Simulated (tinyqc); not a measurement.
Threshold-voltage variability of a planar MOSFET, analytic estimates: effect of the correlation length of the roughness.

Three independent sources add in quadrature: random dopants in the depleted layer, metal-gate grains of two orientations, and roughness of the two gate edges acting through the roll-off VT = VT(long) - Vr exp(-L/l). These are first-order estimates: no three-dimensional electrostatics, no percolation.

ni = sqrt(Nc Nv) exp(-Eg/(2 Vt)), Eg in volts; Cox = 3.9 eps0/ti; Wd = sqrt(4 eps0 eps_r Vt ln(Na/ni)/(q Na)); dopants: s1 = (q/Cox) sqrt(Na Wd/(3 L W)). Grains: Ng = L W/G^2 (at least 1), s2 = dW sqrt(p (1 - p)/Ng). Edges, with exponential correlation and u = W/La: the mean gate length has sL^2 = 2 De^2 (2/u)[1 - (1 - exp(-u))/u]; s3 = sL (Vr/l) exp(-L/l). s = sqrt(s1^2 + s2^2 + s3^2). l and Vr are held fixed.

Inputs (values chosen for the exercise); material values close to those of silicon:
```
symbol,value,unit,meaning
T,300,K,temperature
Eg,1.1,eV,band gap
eps_r,11.6,,relative permittivity of the semiconductor
Nc,2.86e19,cm^-3,conduction-band density of states at T
Nv,2.6e19,cm^-3,valence-band density of states at T
Na,1.1e18,cm^-3,channel doping
ti,0.9,nm,oxide-equivalent thickness in inversion
L,20,nm,gate length
W,22,nm,gate width
G,7,nm,metal grain size
dW,0.15,eV,work-function difference of the two grain orientations
p,0.6,,share of the orientation of higher work function
De,1.7,nm,rms roughness of one gate edge
l,3.6,nm,decay length of the threshold roll-off
Vr,1.1,V,prefactor of the roll-off
```

Constants: q = 1.602176634e-19 C, kB = 1.380649e-23 J/K, Vt = kB T/q, eps0 = 8.8541878128e-14 F/cm where lengths are in cm. Results are converted to the units shown.

The same in every row: s1 (mV) = 21.896; s2 (mV) = 24.523.

Effect of the correlation length of the roughness:
```
La (nm)  s3 (mV)  s (mV)  s sqrt(L W) (mV um)
2         1.1546  32.896              0.69003
5         1.6861  32.919              0.69051
10        2.0901  32.942              0.69100
20        2.4022  32.963              0.69144
40        2.6018  32.978              0.69176
80        2.7155  32.988              0.69195
160       2.7763  32.993              0.69206
```

As La goes from 2 to 160 nm, s stays near 33.0 mV. The grains are the largest source in the first and the last row. The edge term s3 rises from 1.15 to 2.78 mV: a longer correlation averages out less along the width. In every row the depletion depth exceeds L, so source and drain share much of the charge and s1 is rough.

Numbers from tinyqc (`OMP_NUM_THREADS=1 python tinyqc.py 2090112 2090113 out.jsonl`; about 0.01 s on one thread of a shared Intel Xeon 2.30GHz).
